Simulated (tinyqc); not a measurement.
# Trap density from two Hall measurements

Inverse problem. p-type body, charge-sheet picture, full ionisation (an idealisation for deep acceptors), Boltzmann statistics for free electrons. e = Ec - EF at the surface. psi = Eg - Vt ln(Nv/Na) - e; N_dep = sqrt(2 eps0 eps_r Na (psi - Vt)/q); n_f = sqrt(N_dep^2 + 2 eps0 eps_r Vt Nc exp(-e/Vt)/q) - N_dep; Vg = Vfb + psi + q (N_dep + n_t + n_f)/Cox, Cox = eps0 eox/tox. Find e and n_t at both points and the mean trap density between them.

Values chosen for this exercise; band and dielectric values close to those of 4H silicon carbide:
- T = 300 K (temperature)
- Eg = 3.21 eV (band gap)
- eps_r = 9.86 (relative permittivity)
- Nc = 1.7e19 cm^-3 (conduction-band density of states at T)
- Nv = 2.55e19 cm^-3 (valence-band density of states at T)
- eox = 3.9 (relative permittivity of the insulator)
- tox = 52 nm (insulator thickness)
- Na = 2e17 cm^-3 (acceptor density)
- Vfb = -2.31 V (flat-band voltage without trapped charge)

Constants: q = 1.602176634e-19 C, kB = 1.380649e-23 J/K, Vt = kB T/q, eps0 = 8.8541878128e-14 F/cm where lengths are in cm. Results are converted to the units shown.

Vg (V): [9.4907380, 13.551323]
free sheet density from the Hall effect (cm^-2): [5.1139436e9, 1.4749169e11]

Answer. Each n_f fixes e; what the gate voltage holds beyond psi, N_dep and n_f is trapped; the difference quotient is the density, smeared over a few Vt.

e (eV): [0.1350, 0.04700]
n_t (cm^-2): [1.139e12, 2.605e12]
mean trap density = 1.666e13 cm^-2 eV^-1

Computed by the program tinyqc: `OMP_NUM_THREADS=1 python tinyqc.py 2222232 2222233 out.jsonl`, one thread of a shared Intel Xeon 2.30GHz, about 0.02 s for the whole run.
